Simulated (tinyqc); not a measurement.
Q-state Potts model on a small periodic square lattice: enumeration, Metropolis, heat-bath and Wolff steps. From <m> back to temperature T. Computed by tinyqc, a small Python program. Command: `OMP_NUM_THREADS=1 python tinyqc.py 3110071 3110072 out.jsonl potts inv`. One thread of a shared host (Intel(R) Xeon(R) Processor @ 2.30GHz), about 0.03 s of CPU time with the checks.

E = -J x (number of nearest-neighbour bonds with equal states); n x n sites with periodic edges have 2 n^2 bonds. Order parameter m = (q f - 1)/(q - 1), f being the largest share of one state. Sites are numbered row by row from 0. Here q = 2 and n = 4.

Inputs (values chosen for the exercise, for a model of domains or grain orientations): number of states q = 2; edge n = 4; coupling J = 75 meV.

Constants: k_B = 8.617333262e-05 eV/K.

Method:
- K = J/(k_B T); the infinite square lattice orders at K_c = ln(1 + sqrt(q)); Wolff bond probability p = 1 - exp(-K).
- All q^(n^2) states are counted by their number b of equal bonds; weights g(b) exp(K b), K = J/(k_B T). Per site: u = -J <b>/n^2, c/k_B = K^2 (<b^2> - <b>^2)/n^2.
- The same sums with m: <m> and the Binder ratio U = 1 - <m^4>/(3 <m^2>^2).

Task: A run gave the result below. Find the temperature T, known to lie between 990 and 1900 K.

<m> = 0.7346161

Result:

Each step takes the trial c = (a f_b - b f_a)/(f_b - f_a), f being the result less the target and a, b, c the logarithms of the listed values; c replaces end b, the old b replaces a if the sign of f changed, and otherwise f_a is halved.

Scan of the range:

| temperature T (K) | <m> |
|---|---|
| 990 | 0.841987 |
| 1100 | 0.754893 |
| 1230 | 0.653213 |
| 1370 | 0.562289 |
| 1530 | 0.485657 |
| 1700 | 0.428957 |
| 1900 | 0.383490 |

False position (Illinois rule, in the logarithm of the input) inside the bracket:

| step | end a | end b | trial | <m> |
|---|---|---|---|---|
| 1 | 1100.00 | 1230.00 | 1124.78 | 0.734795 |
| 2 | 1230.00 | 1124.78 | 1125.00 | 0.734617 |
| 3 | 1230.00 | 1125.00 | 1125.00 | 0.734615 |
| 4 | 1125.00 | 1125.00 | 1125.00 | 0.734616 |

<m> falls at every point of a 13-point scan of the range (every second point is shown), so one value fits; it is bracketed by 1100 and 1230. Answer: temperature T = 1125 K.
